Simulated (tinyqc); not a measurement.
Worked calculation: Wannier function of the lower band of a two-orbital chain. Values are carried at full precision from step to step, so a last printed digit may differ when a step is redone from the rounded ones.

H(k) = [[-d/2 - 2 ta cos k, -t1 - t2 exp(-ik)], [-t1 - t2 exp(ik), d/2 - 2 tb cos k]], k in 1/a, Bloch sums with exp(ikR) and without the positions inside the cell. Mesh k_j = 2 pi j/N. Projection gauge: each lower eigenvector u is multiplied by the phase that makes <trial|u> real and positive (the one-band case of Loewdin orthogonalisation). Wannier amplitudes w(R) = (1/N) sum_k exp(ikR) u(k); hoppings H(R) = (1/N) sum_k exp(-ikR) E(k).

Parameters, chosen for this exercise: d = 1.08 eV (A at -d/2, B at +d/2); t1 = 2.11 eV (A-B in the cell); t2 = 1.62 eV (B to A of the next cell); ta = -0.08 eV (A-A between cells); tb = -0.27 eV (B-B between cells); N = 5 (k points); th = 30 degrees (trial orbital cos(th) A + sin(th) B in cell 0); xb = 0.65 a (position of B (A at 0)); a = 4.4 angstrom (period); kq = 2.59 1/a (point off the mesh).

## Bloch states in the projection gauge

Diagonalise at each mesh point and fix the phase.

Mesh:
```
j  E lower (eV)  E upper (eV)               u_A               u_B  |<trial|u>|
0       -3.4508        4.1508           0.77203           0.63558       0.9864
1       -2.9818        3.1981  0.76150-0.13037i  0.59341+0.22581i       0.9562
2       -1.5851        1.0187  0.78010-0.19950i  0.48192+0.34554i       0.9165
3       -1.5851        1.0187  0.78010+0.19950i  0.48192-0.34554i       0.9165
4       -2.9818        3.1981  0.76150+0.13037i  0.59341-0.22581i       0.9562
```

The projection is smallest at j = 2 and 3 (0.9165); the gauge is smooth as long as it stays away from zero.

## The Wannier function

w(R) = (1/N) sum_j exp(2 pi i j R/N) u_j, for the N cells nearest the origin; it is real.

Amplitudes:
```
R      on A     on B
-2   0.0496  -0.0837
-1  -0.1004   0.2117
0    0.7710   0.5572
1    0.0926  -0.1226
2   -0.0408   0.0730
```

norm = 1.0000

Cell 0 holds 90.5 % of the weight.

## Centre and spread in real space

Point-like orbitals at R (A) and R + xb (B): centre <x>, spread <x^2> - <x>^2.

centre in units of a = 0.213
centre in angstrom = 0.935
spread = 4.218 angstrom^2

## The same from overlaps (Marzari-Vanderbilt)

b = 2 pi/N; M_j = u_j^+ diag(1, exp(-i b xb)) u_(j+1), with u_N = u_0. Centre = -(1/2 pi) sum arg M_j; gauge-invariant part Omega_I = (1/(N b^2)) sum (1 - |M_j|^2); gauge-dependent part Omega_D = (1/(N b^2)) sum (arg M_j + b centre)^2.

Overlaps:
```
j   |M_j|  arg M_j (rad)
0  0.9903        -0.2838
1  0.9720        -0.2598
2  0.4032         0.0025
3  0.9720        -0.2598
4  0.9903        -0.2838
```

centre from overlaps = 0.173 a
Omega_I = 0.1249 a^2
Omega_D = 0.0077 a^2

The centre is the Berry phase over 2 pi and does not depend on the trial orbital (modulo a). Omega_D is 5.8 % of the total; in one dimension a gauge that spreads the phase evenly removes it. The total is 0.1326 a^2, against 0.2288 a^2 (centre 0.200 a) in real space on 96 cells. The overlaps are finite differences in k, which are coarse on this mesh, and the function does not fit into N cells.

## Hoppings and interpolation

H(R) = (1/N) sum_j E_j cos(2 pi j R/N) for R = 0 to N/2. Interpolation: E(k) = H(0) + 2 sum H(R) cos(kR), the term R = N/2 of an even mesh counted once.

H(0), H(1), ... (eV): [-2.5169, -0.5458, 0.0788]

interpolated E(kq) = -1.5161 eV

The exact value is -1.4800 eV; the interpolation is off by -36.1 meV. Though the chain has short hoppings, the single band has longer ones, made by paths through the other orbital, which the tails of the Wannier function carry.

## Checks

- Centre from overlaps against the real-space centre on 200 points: both 0.2000.
- Omega_I + Omega_D against the real-space spread on 200 points: both 0.229.

Computed by tinyqc, a small Python program: `OMP_NUM_THREADS=1 python tinyqc.py 1450866 1450867 out.jsonl` (the numbers bound the seed that draws the inputs); one thread of a shared host (Intel(R) Xeon(R) Processor @ 2.30GHz), about 0.1 s for the whole set of steps.
